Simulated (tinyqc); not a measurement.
## Bulk resistivity and mean free path from two films

Problem. In the thick-film limit single-crystal films obey rho = rho0 (1 + 3 (1 - ps) lam/(8 d)). Find rho0, lam and the product rho0 lam.

Parameters, values chosen for the exercise:
- ps = 0 (specular share of surface scattering)

rho at d = 70 and 250 nm (uohm cm): [2.0821214, 1.8213940]

Answer. rho is a straight line in 1/d: the intercept is rho0 and the slope (3/8)(1 - ps) rho0 lam. Without ps only the product (1 - ps) lam could be found.

rho0 = 1.72 uohm cm
lam = 39.3 nm
rho0 lam = 67.6 uohm cm nm

Computed by the program tinyqc: `OMP_NUM_THREADS=1 python tinyqc.py 2100097 2100098 out.jsonl`, one thread of a shared Intel Xeon 2.30GHz, about 0.01 s for the whole run.
